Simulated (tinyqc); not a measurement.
Inside a calculation. Method: CCSD on RHF in the 3-21g basis, for H2, spin multiplicity 1. Computed by tinyqc, a small Python program that keeps every step (integrals from PySCF). Settings: charge = 0, multiplicity = 1, basis = 3-21g, method = RHF, energy threshold = 1e-10, iteration cap = 63, orthogonalisation = symmetric, start = core, DIIS depth = 6, amplitude equations = CCSD, DIIS depth for amplitudes = 6, cap on updates = 62. Command: `OMP_NUM_THREADS=1 python tinyqc.py 21252 21253 out.jsonl` (the two numbers bound the seeds that draw the settings). One thread of a shared host (Intel(R) Xeon(R) Processor @ 2.60GHz), about 0.2 s of CPU time with the checks. The early iterations of the SCF are left out here.

## One-electron integrals

Geometry (angstrom):
```
atom         x         y         z
H     0.000000  0.000000  0.000000
H     0.000000  0.000000  0.945000
```

Basis 3-21g: exponents (1/bohr^2) and contraction coefficients of normalised primitives:
```
element  l (shell)  exponent  coefficient
H            s (1)  5.447178     0.156285
H            s (1)  0.824547     0.904691
H            s (2)  0.183192     1.000000
```

Overlap, kinetic and nuclear-attraction integrals over the contracted functions; the nuclear repulsion is the sum of Za Zb / Rab.

nuclear repulsion = 0.55997588 hartree

overlap S, order 1H 1s, 1H 2s, 2H 1s, 2H 2s:
$$\begin{pmatrix}
1.000000 & 0.645899 & 0.235802 & 0.398758 \\
0.645899 & 1.000000 & 0.398758 & 0.746691 \\
0.235802 & 0.398758 & 1.000000 & 0.645899 \\
0.398758 & 0.746691 & 0.645899 & 1.000000
\end{pmatrix}$$

kinetic energy T (hartree), order 1H 1s, 1H 2s, 2H 1s, 2H 2s:
$$\begin{pmatrix}
1.549405 & 0.293152 & 0.015437 & 0.122638 \\
0.293152 & 0.274788 & 0.122638 & 0.165225 \\
0.015437 & 0.122638 & 1.549405 & 0.293152 \\
0.122638 & 0.165225 & 0.293152 & 0.274788
\end{pmatrix}$$

nuclear attraction V (hartree), order 1H 1s, 1H 2s, 2H 1s, 2H 2s:
$$\begin{pmatrix}
-2.280352 & -1.140494 & -0.491522 & -0.726634 \\
-1.140494 & -1.172229 & -0.726634 & -0.928802 \\
-0.491522 & -0.726634 & -2.280352 & -1.140494 \\
-0.726634 & -0.928802 & -1.140494 & -1.172229
\end{pmatrix}$$

core Hamiltonian H = T + V (hartree), order 1H 1s, 1H 2s, 2H 1s, 2H 2s:
$$\begin{pmatrix}
-0.730947 & -0.847342 & -0.476085 & -0.603996 \\
-0.847342 & -0.897441 & -0.603996 & -0.763577 \\
-0.476085 & -0.603996 & -0.730947 & -0.847342 \\
-0.603996 & -0.763577 & -0.847342 & -0.897441
\end{pmatrix}$$

## Two-electron integrals

Functions are numbered as in S; the eight-fold symmetry (ij|kl) = (ji|kl) = (kl|ij) leaves the list below.

Two-electron integrals (ij|kl) in chemists' order, unique and non-zero (hartree):
```
(11|11) 1.140145   (21|11) 0.611403   (21|21) 0.345152   (22|11) 0.626370
(22|21) 0.380329   (22|22) 0.482957   (31|11) 0.205075   (31|21) 0.118545
(31|22) 0.135132   (31|31) 0.057471   (32|11) 0.246606   (32|21) 0.151648
(32|22) 0.195388   (32|31) 0.079638   (32|32) 0.130905   (33|11) 0.551168
(33|21) 0.347630   (33|22) 0.469662   (33|31) 0.205075   (33|32) 0.368473
(33|33) 1.140145   (41|11) 0.368473   (41|21) 0.209152   (41|22) 0.232594
(41|31) 0.079638   (41|32) 0.104489   (41|33) 0.246606   (41|41) 0.130905
(42|11) 0.431993   (42|21) 0.264666   (42|22) 0.343806   (42|31) 0.108951
(42|32) 0.169864   (42|33) 0.431993   (42|41) 0.169864   (42|42) 0.269271
(43|11) 0.347630   (43|21) 0.217812   (43|22) 0.293748   (43|31) 0.118545
(43|32) 0.209152   (43|33) 0.611403   (43|41) 0.151648   (43|42) 0.264666
(43|43) 0.345152   (44|11) 0.469662   (44|21) 0.293748   (44|22) 0.403336
(44|31) 0.135132   (44|32) 0.232594   (44|33) 0.626370   (44|41) 0.195388
(44|42) 0.343806   (44|43) 0.380329   (44|44) 0.482957
```

## Orthogonalisation

S = U s U^T; symmetric (Loewdin) form X = U s^(-1/2) U^T, so that X^T S X = 1.

eigenvalues of S: [0.153324, 0.415812, 0.864183, 2.566681]

X, order 1H 1s, 1H 2s, 2H 1s, 2H 2s:
$$\begin{pmatrix}
1.240576 & -0.481968 & -0.043044 & 0.031927 \\
-0.481968 & 1.661691 & 0.031927 & -0.684251 \\
-0.043044 & 0.031927 & 1.240576 & -0.481968 \\
0.031927 & -0.684251 & -0.481968 & 1.661691
\end{pmatrix}$$

## Iteration 8 (converged): orbitals

converged F (hartree), order 1H 1s, 1H 2s, 2H 1s, 2H 2s:
$$\begin{pmatrix}
0.195502 & -0.437111 & -0.429096 & -0.434068 \\
-0.437111 & -0.326479 & -0.434068 & -0.384207 \\
-0.429096 & -0.434068 & 0.195502 & -0.437111 \\
-0.434068 & -0.384207 & -0.437111 & -0.326479
\end{pmatrix}$$

Diagonalise F' = X^T F X, C = X C', fill 1 alpha and 1 beta electrons from the bottom; D = 2 C_occ C_occ^T. Each column has its largest component positive (the first on a tie).

F' = X^T F X (hartree):
$$\begin{pmatrix}
0.754244 & -0.624616 & -0.294154 & -0.133043 \\
-0.624616 & 0.265070 & -0.133043 & -0.224921 \\
-0.294154 & -0.133043 & 0.754244 & -0.624616 \\
-0.133043 & -0.224921 & -0.624616 & 0.265070
\end{pmatrix}$$

orbital energies (hartree): MO1 -0.536096, MO2 0.203863, MO3 1.036335, MO4 1.334525

coefficients C, order 1H 1s, 1H 2s, 2H 1s, 2H 2s:
$$\begin{pmatrix}
0.259321 & 0.142547 & 0.866638 & -0.967246 \\
0.357479 & 1.250857 & -0.671693 & 1.148532 \\
0.259321 & -0.142547 & 0.866638 & 0.967246 \\
0.357479 & -1.250857 & -0.671693 & -1.148532
\end{pmatrix}$$

D after iteration 8, order 1H 1s, 1H 2s, 2H 1s, 2H 2s:
$$\begin{pmatrix}
0.134495 & 0.185404 & 0.134495 & 0.185404 \\
0.185404 & 0.255582 & 0.185404 & 0.255582 \\
0.134495 & 0.185404 & 0.134495 & 0.185404 \\
0.185404 & 0.255582 & 0.185404 & 0.255582
\end{pmatrix}$$

## Convergence

Stop when the energy changes by less than 1e-10 hartree and every element of the error matrix X^T (F D S - S D F) X is below 3e-06.

Course of the cycle:
```
iteration  E (hartree)     change  largest element of the error matrix
1          -1.06663151          -                             1.50e-01
2          -1.10035959  -3.37e-02                             2.30e-02
3          -1.10115514  -7.96e-04                             4.40e-05
4          -1.10115514  -2.41e-09                             1.81e-05
5          -1.10115514  -2.95e-10                             1.14e-05
6          -1.10115514  -9.06e-11                             8.29e-06
7          -1.10115514  -3.92e-11                             6.53e-06
8          -1.10115514  -6.38e-11                             3.63e-09
```

PySCF RHF in the same basis = -1.10115514 hartree

Converged in 8 iterations.

## Integrals over molecular orbitals

(pq|rs) = sum C_ip C_jq C_kr C_ls (ij|kl), one index at a time.

one-electron integrals over orbitals h = C^T H C (hartree):
$$\begin{pmatrix}
-1.125035 & 0.000000 & -0.138520 & 0.000000 \\
0.000000 & -0.602817 & 0.000000 & 0.194808 \\
-0.138520 & 0.000000 & 0.067463 & 0.000000 \\
0.000000 & 0.194808 & 0.000000 & 0.251297
\end{pmatrix}$$

Two-electron integrals over orbitals (pq|rs), unique and non-zero (hartree):
```
(11|11) 0.588939    (21|21) 0.109674    (22|11) 0.458177    (22|22) 0.419884
(31|11) 0.138520    (31|22) 0.068801    (31|31) 0.099142    (32|21) 0.007267
(32|32) 0.037139    (33|11) 0.534007    (33|22) 0.424060    (33|31) 0.127027
(33|33) 0.508459    (41|21) -0.080120   (41|32) -0.047803   (41|41) 0.111203
(42|11) -0.137464   (42|22) -0.071343   (42|31) -0.082137   (42|33) -0.122500
(42|42) 0.081862    (43|21) -0.121974   (43|32) -0.036013   (43|41) 0.127716
(43|43) 0.179055    (44|11) 0.597216    (44|22) 0.470258    (44|31) 0.178447
(44|33) 0.567568    (44|42) -0.166310   (44|44) 0.668332
```

## CCSD: starting amplitudes

t_ij^ab = <ij||ab> / (e_i + e_j - e_a - e_b), whose energy is MP2.

Starting amplitudes (spin orbitals 1a, 1b, ...; amplitudes related by a flip of all spins are not repeated):
```
from      to          t
1a 1b  2a 2b  -0.074108
1a 1b  3a 3b  -0.031525
1a 1b  2a 4b   0.030691
1a 1b  4a 4b  -0.029724
```

correlation energy = -0.01947649 hartree

## CCSD: amplitude update 1

t_i^a D_i^a and t_ij^ab D_ij^ab are set to the remaining terms of the spin-orbital equations, evaluated with the old amplitudes; for the doubles these are <ij||ab> + 1/2 <ab||ef> t_ij^ef + 1/2 <mn||ij> t_mn^ab + P(ij)P(ab) <mb||ej> t_im^ae + terms in t^2 + terms with t1, D the orbital-energy denominators.

Amplitudes after update 1 (spin orbitals 1a, 1b, ...; amplitudes related by a flip of all spins are not repeated):
```
from      to          t
1a 1b  2a 2b  -0.106092
1a 1b  2a 4b   0.042660
1a 1b  3a 3b  -0.036483
1a 1b  4a 4b  -0.034129
1a        3a   0.005840
```

correlation energy = -0.02588029 hartree

## CCSD: amplitude update 2

As before.

Amplitudes after update 2 (spin orbitals 1a, 1b, ...; amplitudes related by a flip of all spins are not repeated):
```
from      to          t
1a 1b  2a 2b  -0.119964
1a 1b  2a 4b   0.047772
1a 1b  3a 3b  -0.036800
1a 1b  4a 4b  -0.034764
1a        3a   0.008753
```

correlation energy = -0.02831866 hartree

## CCSD: amplitude update 3

t_i^a D_i^a and t_ij^ab D_ij^ab are set to the remaining terms of the spin-orbital equations, evaluated with the old amplitudes; for the doubles these are <ij||ab> + 1/2 <ab||ef> t_ij^ef + 1/2 <mn||ij> t_mn^ab + P(ij)P(ab) <mb||ej> t_im^ae + terms in t^2 + terms with t1, D the orbital-energy denominators. DIIS then mixes the stored amplitudes.

DIIS coefficients: [-0.766728, 1.766728]

Amplitudes after update 3 (spin orbitals 1a, 1b, ...; amplitudes related by a flip of all spins are not repeated):
```
from      to          t
1a 1b  2a 2b  -0.130681
1a 1b  2a 4b   0.051693
1a 1b  3a 3b  -0.036341
1a 1b  4a 4b  -0.034919
1a        3a   0.010919
```

correlation energy = -0.03008992 hartree

## CCSD: convergence

E_corr = 1/4 sum <ij||ab> t_ij^ab + 1/2 sum <ij||ab> t_i^a t_j^b; stop when the norm of the change is below 1e-8.

Course of the amplitude iterations:
```
update  correlation energy (hartree)  norm of the change
0                        -0.01947649                   -
1                        -0.02588029            7.40e-02
2                        -0.02831866            3.16e-02
3                        -0.03008992            1.38e-02
4                        -0.03007261            3.52e-04
5                        -0.03007402            2.33e-05
6                        -0.03007346            4.03e-06
7                        -0.03007363            3.78e-07
8                        -0.03007351            1.08e-06
9                        -0.03007351            6.47e-10
```

Converged amplitudes (spin orbitals 1a, 1b, ...; amplitudes related by a flip of all spins are not repeated):
```
from      to          t
1a 1b  2a 2b  -0.130772
1a 1b  2a 4b   0.051701
1a 1b  3a 3b  -0.036129
1a 1b  4a 4b  -0.034860
1a        3a   0.010867
```

CCSD total energy = -1.13122865 hartree

T1 diagnostic, norm of the one-spin t1 over sqrt(correlated electrons) = 0.007684

Converged in 9 updates, with DIIS from the third.
